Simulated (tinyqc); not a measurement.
# Abrupt p-n junction, non-linear Poisson equation by Newton steps: two studies

One dimension, p side on the left, n side on the right; net doping C = -Na for x < 0 and +Nd for x > 0. The potential psi is counted from the intrinsic level, and the quasi-Fermi potentials are flat: 0 for holes and -V for electrons, so n = ni exp((psi + V)/Vt) and p = ni exp(-psi/Vt) (Boltzmann statistics, full ionisation, no current). Under reverse bias this makes the minority densities vanishingly small everywhere; they play no part in the charge.

Values chosen for this exercise; band and dielectric values close to those of 4H silicon carbide: temperature T = 300 K; band gap Eg = 3.31 eV; relative permittivity eps_r = 9.8; conduction-band density of states at T Nc = 1.69e19 cm^-3; valence-band density of states at T Nv = 2.52e19 cm^-3; acceptor density of the p side Na = 2.2e16 cm^-3; donor density of the n side Nd = 1.8e18 cm^-3; bias of the p side against the n side V = -2.7 V.

Constants: q = 1.602176634e-19 C, kB = 1.380649e-23 J/K, Vt = kB T/q, eps0 = 8.8541878128e-14 F/cm where lengths are in cm. Results are converted to the units shown.

Each table varies one quantity; the others keep the values above.

## Capacitance and field against bias

The Poisson equation d/dx(eps0 eps_r dpsi/dx) = -q (p - n + C) is solved on a mesh of more than 1000 nodes that ends in neutral material (psi_p = -Vt ln(Na/ni), psi_n = Vt ln(Nd/ni) - V). C_j = q d/dV of the integral of p over x, from the linearised equation. ni = sqrt(Nc Nv) exp(-Eg/(2 Vt)), Eg in volts. Depletion approximation: Vbi = Vt ln(Na Nd/ni^2), W = sqrt(2 eps0 eps_r (Vbi - V)(1/Na + 1/Nd)/q), xp = W Nd/(Na + Nd), xn = W Na/(Na + Nd), peak field 2 (Vbi - V)/W, capacitance eps0 eps_r/W. The last column applies it to an abrupt Na-Nd junction.

Capacitance and field against bias:
```
V (V)	peak |E| (kV/cm)	C_j (nF/cm^2)	1/C_j^2 (cm^4/uF^2)	eps0 eps_r/C_j (nm)	abrupt depletion C (nF/cm^2)
0	160.5	22.39	1995	387.5	22.18
-0.44	170.3	20.91	2287	414.9	20.75
-0.89	180.0	19.67	2585	441.2	19.53
-1.33	189.0	18.64	2877	465.4	18.53
-1.78	198.0	17.75	3175	488.9	17.65
-2.22	206.4	16.98	3466	510.9	16.90
-2.67	214.7	16.30	3764	532.4	16.22
-3.11	222.6	15.70	4056	552.6	15.64
-3.56	230.4	15.16	4354	572.5	15.10
-4	237.8	14.67	4645	591.4	14.62
```

With V going from 0 to -4 V, C_j falls from 22.4 to 14.7 nF/cm^2 and the peak field rises from 161 to 238 kV/cm. The slope of 1/C_j^2, read as N = 2/(q eps0 eps_r |slope|), gives 2.17e16 cm^-3 between the first two rows and 2.17e16 cm^-3 between the last two, against Na Nd/(Na + Nd) = 2.17e16 cm^-3; the slopes of all rows agree within 0.2 %, as for uniform doping at both edges. At the end C_j goes as (Vbi - V)^(-0.50) with Vbi = 3.07 V, and it is 0.37 % above the abrupt depletion formula (at the first row 0.93 % above it).

## Convergence with the mesh

Uniform meshes of N intervals over 1000.2 nm, nodes at x_i = (i - j - 1/2) h, i = 0..N, so that the junction lies midway between nodes j and j + 1; end nodes fixed at psi_p and psi_n; box-integrated Poisson equation eps0 eps_r (psi_(i+1) - 2 psi_i + psi_(i-1))/h + q h (p - n + C) = 0. The peak field is the largest (psi_(i+1) - psi_i)/h; LD = sqrt(eps0 eps_r Vt/(q N)) of the heavier side. Errors are against E_j. Exact first integral for an abrupt junction with thick neutral sides: psi_p = -Vt ln(Na/ni), psi_n = Vt ln(Nd/ni) - V, psi_j = (Nd psi_n + Na psi_p - Vt (Nd - Na))/(Na + Nd) at the junction, n_j = ni exp((psi_j + V)/Vt), p_j = ni exp(-psi_j/Vt), and E_j^2 = (2 q/(eps0 eps_r)) [Nd (psi_n - psi_j - Vt) + Vt (n_j + p_j)] (minority densities of the neutral sides neglected).

Results:
```
N	h (nm)	h/LD	j	peak field (kV/cm)	error (%)
40	25.00	8.966	38	210.8	-2.06
80	12.50	4.483	77	213.2	-0.963
160	6.251	2.241	155	214.3	-0.452
320	3.126	1.121	310	214.9	-0.169
1280	0.7814	0.2802	1242	215.2	-0.0126
```

Estimate the missing row, N = 640.

Computed row:
```
N	h (nm)	h/LD	j	peak field (kV/cm)	error (%)
640	1.563	0.5604	621	215.1	-0.0486
```

With this row back in the table: The error goes from -2.1 % at N = 40 to -0.013 % at N = 1280. Over the last doubling it shrinks by a factor of 3.9, close to the 4 of a second-order scheme. It first drops below 1 % at N = 80, where h is 4.5 Debye lengths.

Computed by the program tinyqc: `OMP_NUM_THREADS=1 python tinyqc.py 2000013 2000014 out.jsonl`, one thread of a shared Intel Xeon 2.30GHz, about 0.04 s for the whole run.
